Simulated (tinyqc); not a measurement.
Hopping conduction between localised states: one step, computed by the program tinyqc. Command: `OMP_NUM_THREADS=1 python tinyqc.py 3031738 3031739 out.jsonl hop walk`. One thread of a shared host (Intel(R) Xeon(R) Processor @ 2.30GHz), about 0.01 s of CPU time with the checks.

Energies are counted from the Fermi level. A small network shows the mechanism; the laws of an infinite system follow.

Problem. Variable-range laws. Mott: T_M = 21.2/(k_B g_0 xi^3), exponent (T_M/T)^(1/4), mean hop r = (3/8) xi times the exponent. Efros-Shklovskii: T_ES = 2.8 e^2/(4 pi eps eps_0 k_B xi), exponent (T_ES/T)^(1/2). Coulomb gap width g_0^(1/2) (e^2/(4 pi eps eps_0))^(3/2). The numerical coefficients come from percolation theory and are given.

Inputs (values chosen for the exercise, for a model amorphous semiconductor):
```
quantity                  value         unit
localisation length xi     0.51           nm
density of states g_0   3.6e+18  1/(eV cm^3)
permittivity eps            8.9            -
temperature T               110            K
```

Dimension: 3D.

Constants: k_B = 8.617333262e-05 eV/K; e^2/(4 pi eps_0) = 14.39964548 eV angstrom.

Give: T_M; T_ES; Mott exponent; Efros-Shklovskii exponent; mean hop by the Mott formula; Coulomb gap.

Solution.

T_M = 5.152e+08 K

T_ES = 10308 K

Mott exponent = 46.52

Efros-Shklovskii exponent = 9.680

mean hop by the Mott formula = 8.897 nm

Coulomb gap = 3.905 meV

The larger exponent, here Mott, is the one that limits; the two are equal at T = 0.206 K, below which the Coulomb gap rules.
